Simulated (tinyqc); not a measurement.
Inside a calculation. Model: donor binding, ionisation and the Mott limit.

Computed by the program tinyqc: `OMP_NUM_THREADS=1 python tinyqc.py 2330072 2330073 out.jsonl`, one thread of a shared Intel Xeon 2.30GHz, about 0.01 s for the whole run. Printed values are rounded.

Hydrogenic donor: Ry = (m0 q^3/(8 eps0^2 h^2)) me/eps_r^2 in eV, E0 = cc Ry, radius a = q/(8 pi eps0 eps_r E0), Mott density Nm = (0.26/a)^3. Below Nm the level sinks as Ed = E0 [1 - (N/Nm)^(1/3)]. Neutrality: Nc F12(eta) = N/(1 + 2 exp(eta + Ed/kB T)), F12(x) = (2/sqrt(pi)) int_0^infinity sqrt(u)/(1 + exp(u - x)) du.

Inputs (values chosen for the exercise); band and dielectric values close to those of gallium arsenide: temperature T = 300 K; relative permittivity eps_r = 13; mass in the hydrogenic formula, set independently of Nc me = 0.0657 m0; conduction-band density of states at 300 K Nc = 4.43e17 cm^-3; ratio of the true binding energy to the hydrogenic one cc = 1.3; donor density N = 7.4e14 cm^-3.

Constants: q = 1.602176634e-19 C, kB = 1.380649e-23 J/K, eps0 = 8.8541878128e-12 F/m, h = 6.62607015e-34 J s, m0 = 9.1093837015e-31 kg, Vt = kB T/q. Results are converted to the units shown.

Range of the model: A sharp level with degeneracy 2 overstates freeze-out near Nm, where the impurity band broadens and merges with the conduction band.

## Binding energy, radius and Mott density

The mean spacing of the donors is N^(-1/3).

Ry = 5.289314 meV
E0 = 6.876108 meV
a = 8.054448 nm
Nm = 3.363665e16 cm^-3
spacing over a = 13.72631
Ed = 4.949401 meV

## Ionisation

Solve the neutrality equation for eta. Boltzmann form: with k = (Nc/2) exp(-Ed/kB T) the ionised share is [-k + sqrt(k^2 + 4 k N)]/(2 N).

eta = -6.398110
ionised share = 99.59843 %
n = 7.370284e14 cm^-3
ionised share, Boltzmann form = 99.59866 %

With the level held at E0 the share would be 99.6 %.
